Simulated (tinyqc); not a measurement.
Enthalpies against pressure: pressure-driven transition between two phases with analytic equations of state. Computed by tinyqc, a small Python program. Command: `OMP_NUM_THREADS=1 python tinyqc.py 3005946 3005947 out.jsonl transition walk`. One thread of a shared host (Intel(R) Xeon(R) Processor @ 2.30GHz), about 0.03 s of CPU time with the checks.

Each phase obeys E = E0 + (9 V0 B0/16) [y^3 B' + y^2 (2 - 4 y)], y = (V0/V)^(2/3) - 1; P = (3 B0/2) (x^7 - x^5) [1 + (3/4)(B' - 4)(x^2 - 1)], x = (V0/V)^(1/3); E0 = 0 for phase 1 and Delta E0 for phase 2. H = E + P V.

Inputs (values chosen for the exercise, for two model phases):
```
quantity                                   value             unit
volume V0 of phase 1                          12  angstrom^3/atom
B0 of phase 1                                120              GPa
B' of phase 1                               4.36                -
volume V0 of phase 2                        9.45  angstrom^3/atom
B0 of phase 2                                180              GPa
B' of phase 2                               4.43                -
energy of phase 2 above phase 1, Delta E0  0.028          eV/atom
```

Equation of state: Birch-Murnaghan.

Constants: 1 eV/angstrom^3 = 160.2176634 GPa.

Method. Start from P = Delta E0/(V0 of phase 1 - V0 of phase 2); at each P solve P(V) = P for both phases and step P(new) = P - (H_2 - H_1)/(V_2 - V_1); stop when |H_2 - H_1| < 1e-10 eV. At the zero-temperature transition the volume change is V_2/V_1 - 1 and the work is P (V_1 - V_2). For each P solve P(V) = P in both phases.

transition pressure = 1.78800 GPa

V_1 at the transition = 11.8280 angstrom^3

V_2 at the transition = 9.35858 angstrom^3

Both phases:
```
P (GPa)  V_1 (angstrom^3)  V_2 (angstrom^3)  H_2 - H_1 (meV/atom)   stable
0.00               12.000            9.4500                28.000  phase 1
0.45               11.955            9.4265                20.868  phase 1
0.89               11.913            9.4039                13.950  phase 1
1.30               11.874            9.3831                 7.554  phase 1
1.60               11.845            9.3680                 2.902  phase 1
1.90               11.818            9.3530                -1.725  phase 2
2.30               11.781            9.3333                -7.857  phase 2
2.90               11.727            9.3041               -16.977  phase 2
```

What follows from these numbers?

H_2 - H_1 changes with slope V_2 - V_1, from -2.550 to -2.423 angstrom^3 per atom over the table, and passes zero at 1.79 GPa. An error of 10 meV per atom in Delta E0 moves the transition by about 0.65 GPa.
